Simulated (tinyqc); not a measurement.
Changing the temperature T: classical Heisenberg spin chain: exact results, Metropolis, heat-bath and over-relaxation steps, and a Monte Carlo run. Computed by tinyqc, a small Python program. Command: `OMP_NUM_THREADS=1 python tinyqc.py 3130343 3130344 out.jsonl heismc sweep`. One thread of a shared host (Intel(R) Xeon(R) Processor @ 2.30GHz), about 0.01 s of CPU time with the checks.

E = -J sum_i s_i . s_(i+1) for unit vectors s_i on an open chain; K = J/(k_B T).

Inputs (values chosen for the exercise, for a model chain of large moments): coupling J = -8.4 meV; moment mu = 6.6 mu_B.

Constants: k_B = 8.617333262e-05 eV/K; mu_B = 5.7883818060e-05 eV/T.

Method. Each bond angle is independent, so u = <s_i . s_(i+1)> = coth K - 1/K, <s_i . s_(i+n)> = u^n, correlation length xi = -1/ln|u|, energy per bond -J u, heat capacity per bond c/k_B = 1 - K^2/sinh^2 K, and for the long chain chi = mu^2 (1 + u)/(3 k_B T (1 - u)) per spin.

One run for each value:
```
temperature T (K),chi (mu_B/T per spin),xi (sites),heat capacity (k_B/bond),u
5.04,0.051356,18.836,1.0000,-0.94830
8.68,0.052359,10.722,1.0000,-0.91095
14.90,0.054166,6.029,0.9996,-0.84715
25.70,0.057369,3.282,0.9708,-0.73737
44.30,0.060232,1.781,0.7565,-0.57038
76.40,0.056648,1.049,0.4030,-0.38530
132.00,0.045513,0.696,0.1635,-0.23765
227.00,0.032320,0.511,0.0593,-0.14141
390.00,0.021176,0.402,0.0206,-0.08297
672.00,0.013177,0.330,0.0070,-0.04828
```

What does the table show, and why?

Over the rows, chi (mu_B/T per spin) goes from 0.0514 through a maximum among these rows, 0.0602 at 44.3, to 0.0132; xi (sites) falls from 18.8 to 0.330 (exponent d ln y / d ln x -1.0 between the first rows and -0.36 between the last); heat capacity (k_B/bond) falls from 1.00 to 0.00698. At the low end the exponent of xi is -1.04, close to -1: xi grows as K. chi passes a maximum near k_B T/|J| = 0.45 among these rows and stays finite at low T, since antiparallel neighbours cancel.

Extremes, crossings and ranges named in words are read from the listed rows.
